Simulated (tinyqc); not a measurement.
# Two-diode model of a solar cell: two studies

J is the current delivered and Vj = V + J Rs the junction voltage. J = X JL - J01 (exp(Vj/(n1 Vt)) - 1) - J02 (exp(Vj/(2 Vt)) - 1) - Vj/Rp. The photocurrent does not depend on voltage.

Parameters, values chosen for the exercise; values of the order met in cells of cadmium telluride: temperature T = 323 K; photocurrent at one sun JL = 26 mA/cm^2; concentration X = 1 suns; saturation current of the first diode J01 = 4.7e-15 A/cm^2; ideality factor of the first diode n1 = 1; series resistance Rs = 0 ohm cm^2; shunt resistance Rp = 500 ohm cm^2; incident power at one sun Pin = 100 mW/cm^2; saturation current of the second diode (ideality 2) J02 = 2.8e-8 A/cm^2.

Constants: q = 1.602176634e-19 C, kB = 1.380649e-23 J/K, Vt = kB T/q. Results are converted to the units shown.

Each table varies one quantity; the others keep the values above.

## Effect of the concentration

Jsc at V = 0, Voc at J = 0, the maximum power point where J (1 + 2 Rs G) = G Vj with G = -dJ/dVj; FF = Vmp Jmp/(Voc Jsc); efficiency Vmp Jmp/(X Pin). Empirical fill factor without parasitics FF0 = (v - ln(v + 0.72))/(v + 1), v = Voc/(n1 Vt).

Results:

| X (suns) | Jsc (mA/cm^2) | Voc (V) | Vmp (V) | Jmp (mA/cm^2) | FF | efficiency (%) | FF0 |
|---|---|---|---|---|---|---|---|
| 0.01 | 0.2600 | 0.1299 | 0.06496 | 0.1300 | 0.2501 | 0.8446 | 0.5263 |
| 0.04 | 1.040 | 0.4628 | 0.2561 | 0.5250 | 0.2793 | 3.362 | 0.7814 |
| 0.1 | 2.600 | 0.6017 | 0.4488 | 1.614 | 0.4629 | 7.242 | 0.8185 |
| 2 | 52.00 | 0.7897 | 0.6564 | 46.90 | 0.7498 | 15.39 | 0.8512 |
| 6 | 156.0 | 0.8385 | 0.7116 | 144.0 | 0.7834 | 17.08 | 0.8577 |
| 20 | 520.0 | 0.8844 | 0.7665 | 487.5 | 0.8124 | 18.68 | 0.8633 |
| 80 | 2080 | 0.9308 | 0.8215 | 1976 | 0.8383 | 20.29 | 0.8684 |
| 300 | 7800 | 0.9714 | 0.8670 | 7477 | 0.8556 | 21.61 | 0.8726 |

Estimate the missing row, X = 0.5 suns.

Computed row:

| X (suns) | Jsc (mA/cm^2) | Voc (V) | Vmp (V) | Jmp (mA/cm^2) | FF | efficiency (%) | FF0 |
|---|---|---|---|---|---|---|---|
| 0.5 | 13.00 | 0.7164 | 0.5793 | 10.91 | 0.6787 | 12.64 | 0.8401 |

With this row back in the table: As X goes from 0.01 to 300, Voc rises from 0.130 to 0.971 V, FF rises from 0.250 to 0.856 and the efficiency rises from 0.845 to 21.6 %. Voc gains 70.7 mV a decade at the top and 553 mV at the bottom (n1 Vt ln 10 = 64.1 mV). For X = 0.01 v is below 10, outside the range of the formula for FF0. For X = 0.01, 0.04, 0.1 the shunt carries over 0.3 of the photocurrent at open circuit, so it pulls Voc down and FF towards the 1/4 of a resistor.

## Effect of the saturation current of the first diode

Same model as above.

The same in every row: Jsc (mA/cm^2) = 26.000.

Results:

| J01 (A/cm^2) | Voc (V) | Vmp (V) | Jmp (mA/cm^2) | FF | efficiency (%) | FF0 |
|---|---|---|---|---|---|---|
| 5e-17 | 0.76151 | 0.62037 | 22.823 | 0.71510 | 14.159 | 0.84714 |
| 5e-16 | 0.76075 | 0.62026 | 22.825 | 0.71575 | 14.157 | 0.84702 |
| 5e-15 | 0.75446 | 0.61921 | 22.842 | 0.72105 | 14.144 | 0.84608 |
| 5e-14 | 0.72758 | 0.61107 | 22.968 | 0.74193 | 14.035 | 0.84191 |
| 5e-12 | 0.61913 | 0.53151 | 23.563 | 0.77800 | 12.524 | 0.82215 |

Estimate the missing row, J01 = 5e-13 A/cm^2.

Computed row:

| J01 (A/cm^2) | Voc (V) | Vmp (V) | Jmp (mA/cm^2) | FF | efficiency (%) | FF0 |
|---|---|---|---|---|---|---|
| 5e-13 | 0.67830 | 0.58106 | 23.300 | 0.76768 | 13.539 | 0.83356 |

With this row back in the table: As J01 goes from 5e-17 to 5e-12, Voc falls from 0.762 to 0.619 V, FF rises from 0.715 to 0.778 and the efficiency falls from 14.2 to 12.5 %. Voc changes by -59.2 mV a decade between the last two rows and -0.759 mV between the first two.

Computed by the program tinyqc: `OMP_NUM_THREADS=1 python tinyqc.py 2280043 2280044 out.jsonl`, one thread of a shared Intel Xeon 2.30GHz, about 0.01 s for the whole run.
